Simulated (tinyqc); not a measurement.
## Dead time and true rate from two light levels

Problem. A non-paralysable detector measures m = n/(1 + n td); dark counts are negligible. Find td and the true rate at the lower flux.

measured rates at a photon flux and at four times that flux (1/s): [5.1301115e6, 1.1596639e7]

Answer. 1/m = 1/n + td, so the difference of the inverse rates is 3/(4 n).

td = 50.0 ns
n = 6.90e6 1/s

Program tinyqc, `OMP_NUM_THREADS=1 python tinyqc.py 2630138 2630139 out.jsonl`; Intel Xeon 2.30GHz, shared host, one thread, about 0.01 s.
